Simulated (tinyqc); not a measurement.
Zener tunnelling in a reverse-biased junction, two-band WKB: one step of the calculation.

Abrupt p-n junction, depletion approximation. Energies E are counted from the conduction-band edge of the neutral n side; its Fermi level lies at dn, that of the p side at dn - V, and the valence-band edge of the neutral p side at Em = dn + dp - V. Tunnelling needs 0 < E < Em. Two-band dispersion with equal masses m: inside the gap kappa = sqrt(m u (1 - u/Eg)/C), u the distance from a band edge, C = hbar^2/(2 m0).

Problem. Current density on a coarse grid. J = KJ exp(-S) Eb times the integral from 0 to Em of [f(E - dn) - f(E - dn + V)] [1 - exp(-min(E, Em - E)/Eb)] dE, f(x) = 1/(1 + exp(x/Vt)), with S and Eb from the mean field; J > 0 flows from p to n. KJ = (2 q^2/h) m/(4 pi C) (times 1e14 for A/cm^2 per eV^2). Simpson's rule on nE equally spaced points from 0 to Em.

Inputs (values chosen for the exercise); band and dielectric values close to those of indium arsenide: temperature T = 300 K; band-edge mass of the two-band model m = 0.024 m0; bias of the p side V = -2 V; points of the energy grid nE = 11.

Constants: q = 1.602176634e-19 C, kB = 1.380649e-23 J/K, hbar = 1.054571817e-34 J s, h = 6.62607015e-34 J s, m0 = 9.1093837015e-31 kg, Vt = kB T/q, hbar^2/(2 m0) = 0.0380998212 eV nm^2. Results are converted to the units shown.

dn = 0.061639753 eV
dp = 0.010430823 eV
S = 6.2590391
Eb = 13.820013 meV

Give: E; difference of the f; transverse factor; integral; KJ; J.

Solution.

```
point  E (eV)  difference of the f  transverse factor
0       0.000               -0.084              0.000
1       0.207               -0.996              1.000
2       0.414               -1.000              1.000
3       0.622               -1.000              1.000
4       0.829               -1.000              1.000
5       1.036               -1.000              1.000
6       1.243               -1.000              1.000
7       1.450               -1.000              1.000
8       1.658               -1.000              1.000
9       1.865               -1.000              1.000
10      2.072               -0.400              0.000
```

integral = -1.933 eV
KJ = 3.884e8 A/(cm^2 eV^2)
J = -1.985e4 A/cm^2

Range of the model: Parabolic densities of states, no band tails and no gap narrowing, all of which matter at such doping.

tinyqc, about 0.02 s, one thread, Intel Xeon 2.30GHz (shared host): `OMP_NUM_THREADS=1 python tinyqc.py 2620054 2620055 out.jsonl`
